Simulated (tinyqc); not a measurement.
MOSFET in saturation, small-signal circuit and noise: from weak to strong inversion.

Bias by the inversion coefficient IC = I/Ispec (charge-based model with velocity saturation; weak inversion below 0.1, strong above 10). Common-source circuit: gm, gds, Cgs, Cgd and Cj at the inner nodes, Rg in series with the gate; quasi-static, no source or drain resistance, no gate-body capacitance, no substrate network, no induced gate noise, so fmax is an upper estimate.

Ispec = 2 n mu Cox (W/L) Vt^2, lc = Ls/L, gms = [sqrt((lc IC + 1)^2 + 4 IC) - 1]/[2 + lc (lc IC + 1)], gm = gms Ispec/(n Vt), gds = sg gm. qs = [sqrt(1 + 4 IC) - 1]/2, Cgs = Cox W L qs (2 qs + 3)/(3 (qs + 1)^2) + Cov W, Cgd = Cov W, Cd = Cj W, Rg = Rsh (Wf/L)/(12 Nf) + Rc/W with Nf = W/Wf fingers (not rounded) contacted at both ends. fT = gm/(2 pi (Cgs + Cgd)), fmax = fT/(2 sqrt(Rg (gds + 2 pi fT Cgd))). The last column is the figure of merit (gm/I) fT.

Parameters, values chosen for the exercise:
```
symbol  value        unit                                  meaning
T         400           K                              temperature
L          28          nm                              gate length
W          10          um                         total gate width
Cox      0.95     uF/cm^2                         gate capacitance
mu        220  cm^2/(V s)                                 mobility
n        1.42                                         slope factor
Ls         25          nm               velocity-saturation length
sg       0.15                                         ratio gds/gm
Cov      0.22       fF/um  overlap and fringe capacitance per side
Cj       0.72       fF/um               drain junction capacitance
Rsh         5         ohm             sheet resistance of the gate
Wf          2          um                             finger width
Rc        300      ohm um     gate contact and vertical resistance
```

Constants: q = 1.602176634e-19 C, kB = 1.380649e-23 J/K, Vt = kB T/q. Results are converted to the units shown.

Results:
```
IC    I (uA)  gm/I (1/V)  fT (GHz)  fmax (GHz)  (gm/I) fT (THz/V)
0.01  2.5187      20.115    1.8218      26.533           0.036646
0.03  7.5560      19.530    5.2488      44.979            0.10251
0.1   25.187      17.841    15.490      76.984            0.27636
0.3   75.560      14.689    36.168      116.83            0.53127
1     251.87      9.7097    73.623      164.99            0.71486
10    2518.7      2.0256    138.35      222.95            0.28023
30    7556.0     0.73331    146.95      229.04            0.10776
100    25187     0.22622    149.13      230.28           0.033736
```

Estimate the missing row, IC = 3.

Computed row:
```
IC  I (uA)  gm/I (1/V)  fT (GHz)  fmax (GHz)  (gm/I) fT (THz/V)
3   755.60      5.2231    111.74      201.59            0.58364
```

With this row back in the table: The efficiency gm/I falls from 20.1 to 0.226 1/V while fT rises from 1.82 to 149 GHz; fT goes as IC^(0.96) at the start and IC^(0.01) at the end (1/2 for a long channel, 0 at full velocity saturation, which sets in near IC = 1/lc^2 = 1.25). Their product goes from 0.0366 through a maximum of 0.715 (at IC = 1 among the rows listed) to 0.0337 THz/V. For IC = 0.01 to 0.1 fmax exceeds 4 fT, where channel resistance and substrate losses, left out here, would cap it. At IC = 100 the current passes 1.5 mA/um, where series resistance and heating matter.

Numbers from tinyqc (`OMP_NUM_THREADS=1 python tinyqc.py 2150028 2150029 out.jsonl`; about 0.01 s on one thread of a shared Intel Xeon 2.30GHz).
